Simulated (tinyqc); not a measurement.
From results back to parameters: round or elliptic silicon nanowire with anisotropic valleys (Ritz method). Four cases, with inputs chosen for the exercise.

Problem. For a circular wire every level scales as 1/R^2. The lowest level of group A was computed from a hidden radius.

Wire along x = [110] on a (001) wafer, y = [-110], z = [001]. Valley groups (w = inverse masses): A, two valleys along z: w_y = 1/mt, w_z = 1/ml, m_x = mt; B, four valleys in the wafer plane: w_y = (1/ml + 1/mt)/2, w_z = 1/mt, m_x = (ml + mt)/2.

Hard wall on the ellipse (y/a)^2 + (z/b)^2 = 1, c = hbar^2/2m0. With u = y/a, v = z/b the operator is -c [(w_y/a^2) d2/du2 + (w_z/b^2) d2/dv2] on the unit disc. Basis (1 - u^2 - v^2) u^i v^j; S, X and Y are the disc integrals of f f', (df/du)(df'/du) and (df/dv)(df'/dv), from the integral of u^p v^q = 2 Gamma((p+1)/2) Gamma((q+1)/2)/((p + q + 2) Gamma((p+q+2)/2)) for even p, q; H = c (w_y X/a^2 + w_z Y/b^2).

Converged values use 21 functions of each parity class (e or o in u, then in v).

Constants: hbar^2/2m0 = 3.80998211 eV angstrom^2.

Find: E R^2/c; R.

Case 1.

Values chosen (out of a larger set: near those of a Si nanowire; not measured data): ml = 0.917 m0 (longitudinal mass); mt = 0.191 m0 (transverse mass).

level = 0.052866 eV

Solution.

E R^2/c = 17.983
R = 36.0 angstrom

Solve once for R = 1 and scale. The mean inverse mass would give 2.404826^2 (1/mt + 1/ml)/2 = 18.293, 1.7 % too high.

Case 2.

Values chosen (out of a larger set: near those of a Si nanowire; not measured data): ml = 0.928 m0 (longitudinal mass); mt = 0.193 m0 (transverse mass).

level = 0.108456 eV

Solution.

E R^2/c = 17.791
R = 25.0 angstrom

Solve once for R = 1 and scale. The mean inverse mass would give 2.404826^2 (1/mt + 1/ml)/2 = 18.098, 1.7 % too high.

Case 3.

Values chosen (out of a larger set: near those of a Si nanowire; not measured data): ml = 0.925 m0 (longitudinal mass); mt = 0.191 m0 (transverse mass).

level = 0.047368 eV

Solution.

E R^2/c = 17.953
R = 38.0 angstrom

Solve once for R = 1 and scale. The mean inverse mass would give 2.404826^2 (1/mt + 1/ml)/2 = 18.265, 1.7 % too high.

Case 4.

Values chosen (out of a larger set: near those of a Si nanowire; not measured data): ml = 0.923 m0 (longitudinal mass); mt = 0.189 m0 (transverse mass).

level = 0.191170 eV

Solution.

E R^2/c = 18.114
R = 19.0 angstrom

Solve once for R = 1 and scale. The mean inverse mass would give 2.404826^2 (1/mt + 1/ml)/2 = 18.432, 1.8 % too high.

Computed by tinyqc, one run a case: `OMP_NUM_THREADS=1 python tinyqc.py N N+1 out.jsonl` with N = 1252638, 1252763, 1280042, 1280070; one thread of a shared Intel(R) Xeon(R) Processor @ 2.30GHz, about 0.07 s a run at most.
